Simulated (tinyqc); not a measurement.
n-type polysilicon, carrier trapping at grain boundaries: one step of the calculation.

One-dimensional grains of size Lg, uniform ionised doping N, monovalent traps Qt at each boundary at a depth Et below (for electrons) or above (for holes) the band edge there, abrupt depletion of width W on each side of a boundary, Boltzmann statistics. xi is the distance from the band edge at the grain centre to the Fermi level. Trapped charge Qt/(1 + exp((xi + VB - Et)/Vt)) = 2 N W, barrier VB = q N W^2/(2 eps0 eps_r).

Question. New W. Partly depleted grain, xi = Vt ln(NB/N): f = 1/(1 + exp((xi + VB - Et)/Vt)), g = Qt f - 2 N W, g' = -2 Qt f (1 - f) VB/(W Vt) - 2 N, W(new) = W - g/g'.

Inputs (values chosen for the exercise); values of the order met in polycrystalline silicon:
- T = 400 K (temperature)
- eps_r = 11.7 (relative permittivity)
- NB = 4.31e19 cm^-3 (conduction-band density of states at T)
- Qt = 3.4e12 cm^-2 (trap density of a grain boundary)
- Et = 0.33 eV (depth of the trap level from the majority band edge at the boundary)
- N = 1.5e18 cm^-3 (doping)

Constants: q = 1.602176634e-19 C, kB = 1.380649e-23 J/K, Vt = kB T/q, eps0 = 8.8541878128e-14 F/cm where lengths are in cm. Results are converted to the units shown.

W at the start = 9.1 nm

Give: VB; f; g; g'; W after iteration 1.

Answer.

VB = 0.09605 V
f = 0.9686
g = 5.632e11 cm^-2
g' = -3.633e11 cm^-2/nm
W after iteration 1 = 10.65 nm

Program tinyqc, `OMP_NUM_THREADS=1 python tinyqc.py 2830133 2830134 out.jsonl`; Intel Xeon 2.30GHz, shared host, one thread, about 0.01 s.
